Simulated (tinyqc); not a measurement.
Deep level as a short-range spherical well: one step. The bound level.

A spherical well of radius R and depth V0 below the conduction edge, one mass m, c = hbar^2/2m0. The s level at binding Et solves k cot(k R) = -kappa with k = sqrt(m (V0 - Et)/c), kappa = sqrt(m Et/c); it exists for V0 > Vc = c (pi/2R)^2/m. Outside, psi falls as exp(-kappa r)/r.

Constants: hbar^2/2m0 = 3.80998211 eV angstrom^2.

Parameters, chosen for this exercise (out of a larger set: near those of GaN; not measured data):

| symbol | value | unit | meaning |
|---|---|---|---|
| R | 4.5 | angstrom | radius of the well |
| V0 | 3.32 | eV | depth of the well |
| m | 0.193 | m0 | mass |

Question. Solve for Et; the share outside is [sin^2(kR)/(2 kappa)]/[sin^2(kR)/(2 kappa) + R/2 - sin(2kR)/(4k)].

Give: Et; k; kappa; share outside; Vc.

Answer.

Et = 0.1685 eV
k = 0.3996 1/angstrom
kappa = 0.0924 1/angstrom
share outside = 0.671
Vc = 2.405 eV

The well is 1.38 times the critical depth. Since dEt/dV0 equals the share inside, 0.33, a 1 % change of V0 moves Et by 6.5 %. The decay length is 10.8 angstrom, 2.4 times R.

(tinyqc, `OMP_NUM_THREADS=1 python tinyqc.py 1251251 1251252 out.jsonl`, Intel(R) Xeon(R) Processor @ 2.30GHz, 1 thread, shared host, about 0.01 s.)
